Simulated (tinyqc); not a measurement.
Worked calculation: CCD on RHF in the sto-3g basis, for H6, spin multiplicity 1. One step of it, computed by the program tinyqc.

Problem. Iteration 6 (converged): orbitals. Diagonalise F' = X^T F X, C = X C', fill 3 alpha and 3 beta electrons from the bottom; D = 2 C_occ C_occ^T. Each column has its largest component positive (the first on a tie).

converged F (hartree):
```
,1H 1s,2H 1s,3H 1s,4H 1s,5H 1s,6H 1s
1H 1s,-0.317494,-0.552344,-0.100424,-0.013203,0.000389,-0.001903
2H 1s,-0.552344,-0.347830,-0.234217,-0.100249,-0.007658,0.000389
3H 1s,-0.100424,-0.234217,-0.350992,-0.556655,-0.100249,-0.013203
4H 1s,-0.013203,-0.100249,-0.556655,-0.350992,-0.234217,-0.100424
5H 1s,0.000389,-0.007658,-0.100249,-0.234217,-0.347830,-0.552344
6H 1s,-0.001903,0.000389,-0.013203,-0.100424,-0.552344,-0.317494
```

X:
```
,1H 1s,2H 1s,3H 1s,4H 1s,5H 1s,6H 1s
1H 1s,1.189231,-0.408743,0.050121,-0.013557,0.001351,-0.000368
2H 1s,-0.408743,1.238870,-0.211111,0.051689,-0.004708,0.001351
3H 1s,0.050121,-0.211111,1.244636,-0.425461,0.051689,-0.013557
4H 1s,-0.013557,0.051689,-0.425461,1.244636,-0.211111,0.050121
5H 1s,0.001351,-0.004708,0.051689,-0.211111,1.238870,-0.408743
6H 1s,-0.000368,0.001351,-0.013557,0.050121,-0.408743,1.189231
```

Give: F' = X^T F X; orbital energies; coefficients C; D after iteration 6.

Solution.

F' = X^T F X (hartree):
```
,1,2,3,4,5,6
1,0.0266,-0.5792,0.0602,-0.0087,0.0029,-0.0035
2,-0.5792,0.0610,-0.2380,0.0625,-0.0066,0.0029
3,0.0602,-0.2380,0.0674,-0.5990,0.0625,-0.0087
4,-0.0087,0.0625,-0.5990,0.0674,-0.2380,0.0602
5,0.0029,-0.0066,0.0625,-0.2380,0.0610,-0.5792
6,-0.0035,0.0029,-0.0087,0.0602,-0.5792,0.0266
```

orbital energies (hartree): MO1 -0.6311, MO2 -0.5555, MO3 -0.4608, MO4 0.3969, MO5 0.6377, MO6 0.9227

coefficients C:
```
,MO1,MO2,MO3,MO4,MO5,MO6
1H 1s,0.2138,0.3808,-0.3590,-0.6052,-0.7847,0.5315
2H 1s,0.2667,0.3994,-0.2898,0.4507,0.8379,-0.7275
3H 1s,0.3750,0.0594,0.4202,0.6679,-0.1782,0.9907
4H 1s,0.3750,-0.0594,0.4202,-0.6679,-0.1782,-0.9907
5H 1s,0.2667,-0.3994,-0.2898,-0.4507,0.8379,0.7275
6H 1s,0.2138,-0.3808,-0.3590,0.6052,-0.7847,-0.5315
```

D after iteration 6:
```
,1H 1s,2H 1s,3H 1s,4H 1s,5H 1s,6H 1s
1H 1s,0.6392,0.6263,-0.0961,-0.1866,0.0179,0.0591
2H 1s,0.6263,0.6292,0.0039,-0.0910,-0.0088,0.0179
3H 1s,-0.0961,0.0039,0.6413,0.6272,-0.0910,-0.1866
4H 1s,-0.1866,-0.0910,0.6272,0.6413,0.0039,-0.0961
5H 1s,0.0179,-0.0088,-0.0910,0.0039,0.6292,0.6263
6H 1s,0.0591,0.0179,-0.1866,-0.0961,0.6263,0.6392
```
